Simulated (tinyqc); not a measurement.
## Junction field-effect transistor with two gates, gradual channel with velocity saturation: depletion, velocity and field along the channel

A uniformly doped n-type channel, depleted from both sides by p+ gates; at channel potential V the depleted share of a is u = sqrt((Vbi - Vg + V)/Vp), s at the source. Electrons drift with v = mu E/(1 + mu E/vsat). Abrupt depletion edge, no series resistance, source at 0.

ni = sqrt(Nc Nv) exp(-Eg/(2 Vt)), Eg in volts; Vbi = Vt ln(Na Nd/ni^2); Vp = q Nd a^2/(2 eps0 eps_r); G0 = 2 q mu Nd a W/L; Z = mu Vp/(vsat L); s = sqrt((Vbi - Vg)/Vp). I = (G0 Vp/3) F/(1 + Z (u^2 - s^2)), F = 3 (u^2 - s^2) - 2 (u^3 - s^3), with u at V = Vd; Z = 0 gives constant mobility, for which u stops at 1. At channel potential V: y/L = (G0 Vp/3) F(u)/I - Z V/Vp, v = vsat I Z/(G0 Vp (1 - u)), E = (vsat/mu) w/(1 - w) with w = v/vsat.

Values chosen for this exercise; material values those of a made-up semiconductor:
- T = 300 K (temperature)
- eps_r = 10.1 (relative permittivity of the semiconductor)
- Nc = 1.66e19 cm^-3 (conduction-band density of states at T)
- Eg = 2.47 eV (band gap)
- Nv = 2.93e19 cm^-3 (valence-band density of states at T)
- Nd = 5.2e16 cm^-3 (donor density of the channel)
- a = 260 nm (half the channel thickness)
- mu = 420 cm^2/(V s) (low-field mobility at this doping)
- vsat = 2.3e7 cm/s (saturation velocity)
- L = 2 um (gate length)
- W = 50 um (gate width)
- Na = 1.6e18 cm^-3 (acceptor density of the gates)
- Vg = 0 V (gate voltage)
- Vd = 0.4 V (drain voltage)

Constants: q = 1.602176634e-19 C, kB = 1.380649e-23 J/K, Vt = kB T/q, eps0 = 8.8541878128e-14 F/cm where lengths are in cm. Results are converted to the units shown.

Along the channel:
```
V (V)	u	y/L	v (cm/s)	E (kV/cm)
0	0.8445	0.000	6.199e5	1.517
0.0667	0.8570	0.211	6.738e5	1.653
0.1333	0.8692	0.403	7.370e5	1.813
0.2	0.8813	0.579	8.121e5	2.004
0.2667	0.8932	0.736	9.029e5	2.238
0.3333	0.9050	0.877	1.015e6	2.527
0.4	0.9166	1.000	1.156e6	2.899
```

What does the table show?

From source to drain the open share 1 - u falls from 0.155 to 0.0834, so the velocity rises by a factor of 1.87, to 0.0503 vsat, and the field by 1.91. Half of Vd drops over the last 42 % of the gate length.

Program tinyqc, `OMP_NUM_THREADS=1 python tinyqc.py 2500101 2500102 out.jsonl`; Intel Xeon 2.30GHz, shared host, one thread, about 0.09 s.
